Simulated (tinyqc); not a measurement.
Global model of a low-pressure process discharge: electron temperature, density, ion flux and ion energy: one step, computed by the program tinyqc. Command: `OMP_NUM_THREADS=1 python tinyqc.py 3113405 3113406 out.jsonl plasma walk`. One thread of a shared host (Intel(R) Xeon(R) Processor @ 2.30GHz), about 0.01 s of CPU time with the checks.

Maxwellian electrons with temperature T_e in eV, one positive ion, no negative ions, uniform bulk density n; rate constants have the Arrhenius form.

Task: Energy per pair and density. E_c = E_iz + (X0 exp(-E_ex/T_e) E_ex + K_el (3 m_0/M) T_e)/K_iz; wall potential V_s = (T_e/2) ln(M/(2 pi m_0)); E_T = E_c + 2 T_e + T_e/2 + V_s; n = P/(e u_B A_eff E_T); ion current density J = e h_L n u_B; ionised share n/n_g.

Inputs (values chosen for the exercise, of the order of those of an inductive discharge in a simple atomic gas):
```
quantity,value,unit
ion mass M,28,u
ionisation energy E_iz,16.8,eV
excitation prefactor X0,7.5e-15,m^3/s
excitation energy E_ex,9.28,eV
elastic rate constant K_el,7.3e-14,m^3/s
gas temperature T_g,300,K
absorbed power P,210,W
```

T_e = 2.457632 eV

K_iz = 7.951711e-17 m^3/s

Bohm velocity u_B = 2910.114 m/s

A_eff = 756.0503 cm^2

h_L = 0.2698584

gas density n_g = 3.862918e+20 1/m^3

Constants: m_0 = 9.1093837015e-31 kg; u = 1.6605390666e-27 kg; e = 1.602176634e-19 C.

Give: collisional loss per pair E_c; wall potential V_s; E_T; plasma density n; ion current density J; ionised share.

Result:

collisional loss per pair E_c = 36.99 eV

wall potential V_s = 11.06 V

E_T = 54.20 eV

plasma density n = 1.099e+11 1/cm^3

ion current density J = 1.383 mA/cm^2

ionised share = 2.846e-04

Collisions take 68 % of the power and the walls the rest. T_e came from the particle balance alone; the power sets only n.
